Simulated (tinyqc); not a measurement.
Worked calculation: valley-orbit splitting of a donor ground state, with strain. Computed by tinyqc, a small Python program that keeps every step. Command: `OMP_NUM_THREADS=1 python tinyqc.py 3003315 3003316 out.jsonl valleyorbit walk`. One thread of a shared host (Intel(R) Xeon(R) Processor @ 2.30GHz), about 0.01 s of CPU time with the checks. Intermediate numbers are printed to about 7 digits and carried at full precision; extremes and crossings named in words are read from the listed rows.

The basis is the 1s envelope in each valley; energies are counted from the unstrained conduction-band edge. The strain is e_s (a a^T - 1/3) for the unit stress axis a, so valley j along n_j moves by Xi_u e_s w_j with w_j = (n_j.a)^2 - 1/3: -1/3 for x and y, +2/3 for z.

Inputs (values chosen for the exercise, for a model many-valley semiconductor):
```
quantity,value,unit
single-valley binding energy E_0,42.1,meV
central-cell shift Lambda,3.86,meV
coupling Delta_1,2.06,meV
coupling Delta_2,0.662,meV
shear deformation potential Xi_u,8.75,eV
shear strain e_s,0.00018,-
temperature T,4.2,K
donor density N_D,4.6e+14,cm^-3
density-of-states mass of one valley m_e,0.326,m_0
```

Valleys: six along <100>. Stress axis: [001].

Constants: k_B = 8.617333262e-05 eV/K; m_0 = 9.1093837015e-31 kg; k_B = 1.380649e-23 J/K; h = 6.62607015e-34 J s.

## Levels without strain

By symmetry: E(A1) = E_0 + Lambda + 4 Delta_1 + Delta_2 (one state), E(T2) = E_0 + Lambda - Delta_2 (three), E(E) = E_0 + Lambda - 2 Delta_1 + Delta_2 (two), as binding energies.

E(A1) = 54.862 meV

E(T2) = 45.298 meV

E(E) = 42.502 meV

Only A1 has all valley amplitudes in phase, so only it has weight at the nucleus. Of the upper states T2 is bound more strongly, because Delta_1 is larger than Delta_2.

## The valley matrix under strain

H_jj = -(E_0 + Lambda) + Xi_u e_s w_j; H_jk = -Delta_2 between opposite valleys and -Delta_1 between perpendicular ones.

H (meV), lower triangle (symmetric):
```
,+x,-x,+y,-y,+z,-z
+x,-46.485
-x,-0.662,-46.485
+y,-2.060,-2.060,-46.485
-y,-2.060,-2.060,-0.662,-46.485
+z,-2.060,-2.060,-2.060,-2.060,-44.910
-z,-2.060,-2.060,-2.060,-2.060,-0.662,-44.910
```

## Levels and ground state under strain

Diagonalise H; the ground vector has positive components. The density at the nucleus, and so the contact hyperfine coupling, scales as (sum_j c_j)^2/(number of valleys), which is 1 without strain; the envelopes are held fixed.

levels (meV): [-54.90464, -45.82300, -45.82300, -44.24800, -43.02700, -41.93436]

valley amplitudes of the ground state: +x 0.4241286, -x 0.4241286, +y 0.4241286, -y 0.4241286, +z 0.3744727, -z 0.3744727

hyperfine ratio A/A_0 = 0.9967124

The valleys that move down hold 72.0 % of the ground state, against 66.7 % without strain.

## Binding energy under strain

The binding energy is counted from the lowest valley edge, min_j Xi_u e_s w_j; the gap is from the ground state to the next level.

binding energy under strain = 54.37964 meV

gap to the first excited state = 9.081641 meV

## Populations and ionisation

z = sum over levels of exp(-(E - E_ground)/k_B T), the ground-state share being 1/z; N_c = 2 (2 pi m_e k_B T/h^2)^(3/2) sum_j exp(-(shift_j - lowest shift)/k_B T); n1 = N_c/(2 z) exp(-binding/k_B T), binding = lowest shift - E_ground; without compensation n = 2 N_D/(1 + sqrt(1 + 4 N_D/n1)) (Boltzmann statistics; p and higher states left out).

partition sum z = 1

share of neutral donors in the ground state = 1.0000000

N_c = 3.114866e+16 cm^-3

n1 = 8.703861e-50 cm^-3

free electrons n = 6.327540e-18 cm^-3

Caution: n is below one electron per cm^3, so thermal ionisation is negligible and the number is formal.

## Strain dependence

The contact hyperfine ratio is A/A_0 = (sum_j c_j)^2/(number of valleys), c_j the valley amplitudes of the ground state; binding from the lowest valley edge.

Against strain:
```
e_s,Xi_u e_s (w_max - w_min) (meV),binding (meV),gap to next level (meV),A/A_0
-0.001400,-12.2500,49.66144,4.363437,0.7912499
-0.000540,-4.7250,52.15391,6.855907,0.9621292
-0.000180,-1.5750,53.85840,8.560396,0.9961103
-0.000054,-0.4725,54.55106,9.253064,0.9996671
0.000054,0.4725,54.70846,9.410462,0.9996837
0.000180,1.5750,54.37964,9.081641,0.9967124
0.000540,4.7250,53.63437,8.336369,0.9762560
0.001400,12.2500,52.60404,7.306041,0.9091586
```

A/A_0 falls for either sign of strain, to 0.791 and 0.909 at the ends; its limits are the shares of the valleys that end up lowest, 2/6 under compression and 4/6 under tension. Near zero strain A/A_0 changes in second order, the binding in first. The binding energy drops from 54.86 meV to 49.66 and 52.60 meV, since fewer valleys share the valley-orbit gain.

## Do the excited 1s states matter for ionisation?

No strain here. The last two columns set z = 1, with the A1 depth, or use one level at E_0 with z equal to the number of valleys.

Ionised share:
```
T (K),z,all 1s states,ground state alone,no splitting
32,1.116126,1.474121e-03,1.557298e-03,0.0064151
53,1.503127,9.111412e-02,1.105095e-01,0.1756248
80,2.082185,5.580770e-01,6.825377e-01,0.6922697
120,2.794984,9.359998e-01,9.751463e-01,0.9580974
160,3.315263,9.854909e-01,9.955339e-01,0.9895089
250,4.051350,9.977785e-01,9.994498e-01,0.9981791
420,4.724742,9.995740e-01,9.999098e-01,0.9996198
```

z grows from 1.116 to 4.72 of at most 6. Leaving out the excited states overstates the ionised share by up to 22.3 % (at 80.0 K); ignoring the splitting misses by a factor 4.35 at the lowest T and 1.00 at the highest.

Checks made by the program: symmetry formulas against diagonalisation (relative difference below 1e-10).
